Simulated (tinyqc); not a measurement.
Resistance of a source-drain extension with a graded tip: two steps of the calculation.

y runs along the channel, the gate covers y > 0. The doping is N0 for y < y0 and N0 10^(-(y - y0)/la) beyond, uniform over the depth xj. Sheet conductance s(y) = q mu(N) max(N - Nch, 0) xj + (for y > 0) ma Cox Vo, with mu(N) = u0 + (u1 - u0)/(1 + (N/Nr)^au) and Cox = eps0 eox/tox. Current is taken as one-dimensional; depletion of the tip, spreading and the contact are left out. The metallurgical junction lies at yj, where N = Nch.

Inputs (values chosen for the exercise); mobility law close to that of electrons in silicon: relative permittivity of the gate insulator (close to zirconium oxide) eox = 25; insulator thickness tox = 3.6 nm; active doping of the extension far from the gate N0 = 8.5e19 cm^-3; lateral abruptness la = 5.6 nm/decade; position under the gate where the fall begins (gate edge at 0) y0 = 4.1 nm; depth of the extension xj = 20 nm; channel doping Nch = 6e17 cm^-3; gate overdrive Vo = 0.58 V; mobility of the gate-induced layer ma = 180 cm^2/(V s); mobility at low doping u1 = 1414 cm^2/(V s); mobility at high doping u0 = 68.5 cm^2/(V s); reference doping Nr = 9.2e16 cm^-3; exponent au = 0.711; gate length Lg = 45 nm.

Constants: q = 1.602176634e-19 C, eps0 = 8.8541878128e-14 F/cm where lengths are in cm. Results are converted to the units shown.

Task 1. Sheet resistances and junction position. yj = y0 + la log10(N0/Nch); sheet resistance of the full extension 1/[q mu(N0)(N0 - Nch) xj] and of the gate-induced layer 1/(ma Cox Vo); metallurgical length Lg - 2 yj; ye is where the doped and the gate-induced conductances are equal.

Give: yj; sheet resistance of the extension; sheet resistance of the induced layer; metallurgical length; ye; N at ye.

Result 1.

yj = 16.147 nm
sheet resistance of the extension = 468.65 ohm/square
sheet resistance of the induced layer = 1557.8 ohm/square
metallurgical length = 12.706 nm
ye = 7.4410 nm
N at ye = 2.1519e19 cm^-3

The gate takes over 8.71 nm before the junction, where N is still 35.9 times the channel doping.

Task 2. Resistance of the overlapped part. Midpoint rule on 8 equal steps from 0 to yj: R_ov = sum h/s(y), per width.

Give: y; N; doped conductance; sheet resistance; R_ov.

Result 2.

```
point  y (nm)  N (cm^-3)  doped conductance (uS)  sheet resistance (ohm/square)
0       1.009   8.500e19                    2134                          360.3
1       3.028   8.500e19                    2134                          360.3
2       5.046   5.761e19                    1501                          466.6
3       7.064   2.512e19                   730.6                          728.6
4       9.083   1.096e19                   371.7                          986.5
5       11.10   4.778e18                   194.1                           1196
6       13.12   2.083e18                   95.32                           1356
7       15.14   9.086e17                   28.60                           1491
```

R_ov = 14.02 ohm um

Program tinyqc, `OMP_NUM_THREADS=1 python tinyqc.py 2282107 2282108 out.jsonl`; Intel Xeon 2.30GHz, shared host, one thread, about 0.03 s.
